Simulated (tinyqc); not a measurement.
# MOS capacitor on a p-type substrate, surface potential from the exact charge relation: what changes with what

Uniform p-type substrate, Boltzmann statistics, full ionisation, classical densities. psi is the surface potential against the body (positive when the bands bend down) and u = psi/Vt. Traps are spread evenly over the gap and neutral at flat band, so their charge is -q Dit psi; the minority quasi-Fermi level is shifted by Vb.

Values chosen for this exercise; band and dielectric values close to those of silicon:
```
symbol,value,unit,meaning
T,250,K,temperature
Eg,1.12,eV,band gap
eps_r,11.6,,relative permittivity
Nc,2.12e19,cm^-3,conduction-band density of states at T
Nv,2.03e19,cm^-3,valence-band density of states at T
chi,4.05,eV,electron affinity
N,3.1e15,cm^-3,acceptor density of the substrate
eox,22.1,,relative permittivity of the gate insulator (close to hafnium oxide)
tox,7.5,nm,insulator thickness
phiM,4.37,eV,gate work function
Nf,3.6e10,cm^-2,"fixed charge at the interface, in units of q"
Dit,0,cm^-2 eV^-1,density of interface traps
Vb,0,V,reverse bias of the inversion layer against the body
```

Constants: q = 1.602176634e-19 C, kB = 1.380649e-23 J/K, Vt = kB T/q, eps0 = 8.8541878128e-14 F/cm where lengths are in cm. Results are converted to the units shown.

Each table varies one quantity; the others keep the values above.

## Capacitance-voltage curves

ni = sqrt(Nc Nv) exp(-Eg/(2 Vt)), Eg in volts; phiF = Vt ln(N/ni); Cox = eps0 eox/tox; Vfb = phiM - chi - (Eg - Vt ln(Nv/N)) - q Nf/Cox; Q0 = sqrt(2 eps0 eps_r q N Vt); r = (ni/N)^2 exp(-Vb/Vt); VT = Vfb + [(2 phiF + Vb)(1 + q Dit/Cox) + sqrt(2 eps0 eps_r q N (2 phiF + Vb))/Cox]. u = psi/Vt; F^2 = exp(-u) + u - 1 + r (exp(u) - u - 1); Qs = -sign(u) Q0 F; Cs = -dQs/dpsi = (Q0/Vt) |1 - exp(-u) + r (exp(u) - 1)|/(2 F). psi solves Vg = Vfb + psi + (q Dit psi - Qs)/Cox. Low frequency: 1/C_LF = 1/Cox + 1/(Cs + q Dit). High frequency, in the simple estimate in which traps and minority carriers do not follow: 1/C_HF = 1/Cox + 1/Cd, Cd being Cs with r = 0 at the same psi. Deep depletion: r = 0 and Dit = 0 both in the equation for psi and in Cs. Minority sheet density N_inv = (Q0/(2 q)) int_0^u r (exp(t) - 1)/F(t) dt for u > 0. N_inv under 1 cm^-2 is printed as 0. Regimes: accumulation when majority carriers gather, then depletion up to |psi| = phiF + Vb, weak inversion up to 2 phiF + Vb, strong inversion beyond.

Capacitance-voltage curves:

| Vg (V) | psi (V) | C_LF/Cox | C_HF/Cox | C_deep/Cox | N_inv (cm^-2) | regime |
|---|---|---|---|---|---|---|
| -1.52 | -0.2540 | 0.9381 | 0.9381 | 0.9381 | 0 | accumulation |
| -1.21 | -0.2293 | 0.8952 | 0.8952 | 0.8952 | 0 | accumulation |
| -0.9 | -0.1773 | 0.7187 | 0.7187 | 0.7187 | 0 | accumulation |
| -0.58 | 0.03142 | 0.03707 | 0.03707 | 0.03707 | 0 | depletion |
| -0.27 | 0.3360 | 0.01080 | 0.01080 | 0.01080 | 27.98 | depletion |
| 0.04 | 0.6433 | 0.007786 | 0.007704 | 0.007704 | 3.043e7 | weak inversion |
| 0.35 | 0.8958 | 0.6021 | 0.006504 | 0.006309 | 9.123e11 | strong inversion |
| 0.66 | 0.9624 | 0.8780 | 0.006271 | 0.005472 | 4.875e12 | strong inversion |
| 0.97 | 0.9903 | 0.9322 | 0.006181 | 0.004899 | 9.469e12 | strong inversion |

What does the comparison show, and why?

C_LF/Cox is lowest, 0.00779, at Vg = 0.04 V (weak inversion) among the rows listed and is 0.932 in the last row, where C_HF/Cox is 0.00618 and the deep-depletion value 0.00490. Vfb = -0.613 V, where C_HF/Cox = 0.0557 (Cox in series with eps0 eps_r/LD), and VT = 0.138 V. Over the last two rows psi moves by only 0.090 V a volt of gate bias, since the inversion charge screens the body. In strong accumulation and inversion degeneracy and confinement, left out here, lower the capacitance.

## Effect of the insulator thickness on threshold and swing

ni = sqrt(Nc Nv) exp(-Eg/(2 Vt)), Eg in volts; phiF = Vt ln(N/ni); Cox = eps0 eox/tox; Vfb = phiM - chi - (Eg - Vt ln(Nv/N)) - q Nf/Cox; VT = Vfb + [(2 phiF + Vb)(1 + q Dit/Cox) + sqrt(2 eps0 eps_r q N (2 phiF + Vb))/Cox]. gamma = sqrt(2 eps0 eps_r q N)/Cox; Wm = sqrt(2 eps0 eps_r (2 phiF + Vb)/(q N)); m = 1 + (eps0 eps_r/Wm + q Dit)/Cox; swing m Vt ln 10; Cmin/Cox = 1/(1 + Cox Wm/(eps0 eps_r)).

The same in every row: 2 phiF (V) = 0.7405; Wm (nm) = 553.4.

Effect of the insulator thickness on threshold and swing:

| tox (nm) | Vfb (V) | gamma (V^0.5) | VT (V) | m | swing (mV/decade) | Cmin/Cox |
|---|---|---|---|---|---|---|
| 1.9 | -0.6113 | 0.003101 | 0.1319 | 1.002 | 49.69 | 0.001799 |
| 2.8 | -0.6115 | 0.004571 | 0.1329 | 1.003 | 49.74 | 0.002649 |
| 4.1 | -0.6119 | 0.006693 | 0.1343 | 1.004 | 49.80 | 0.003874 |
| 6.2 | -0.6125 | 0.01012 | 0.1366 | 1.006 | 49.90 | 0.005846 |
| 9.1 | -0.6134 | 0.01485 | 0.1399 | 1.009 | 50.03 | 0.008557 |
| 14 | -0.6148 | 0.02285 | 0.1453 | 1.013 | 50.26 | 0.01310 |
| 20 | -0.6166 | 0.03265 | 0.1520 | 1.019 | 50.55 | 0.01862 |
| 30 | -0.6195 | 0.04897 | 0.1631 | 1.028 | 51.02 | 0.02767 |

What does the table show?

As tox goes from 1.9 to 30, VT rises from 0.132 to 0.163 V, the swing rises from 49.7 to 51.0 mV/decade and Cmin/Cox rises from 0.00180 to 0.0277. Of the change of VT by 0.0312 V, -0.00828 V comes from Vfb and 0.0395 V from the band bending and the charge it takes. m - 1 goes as tox^(1.00), that is as 1/Cox.

Computed by the program tinyqc: `OMP_NUM_THREADS=1 python tinyqc.py 2060024 2060025 out.jsonl`, one thread of a shared Intel Xeon 2.30GHz, about 0.01 s for the whole run.
